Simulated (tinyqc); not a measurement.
## Mean barrier and spread from two temperatures

Problem. For a Gaussian spread of Schottky barriers the apparent height is phi_ap = phi - sg^2/(2 Vt), Vt = kB T/q. Find sg and phi.

Constants: q = 1.602176634e-19 C, kB = 1.380649e-23 J/K. Results are converted to the units shown.

phi_ap(0) at 150 and 300 K (eV): 1.0570447  1.0835224

Answer. phi_ap is linear in 1/(2 Vt) with slope -sg^2 and intercept phi.

sg = 0.03700 eV
phi = 1.110 eV

Computed by the program tinyqc: `OMP_NUM_THREADS=1 python tinyqc.py 2640167 2640168 out.jsonl`, one thread of a shared Intel Xeon 2.30GHz, about 0.01 s for the whole run.
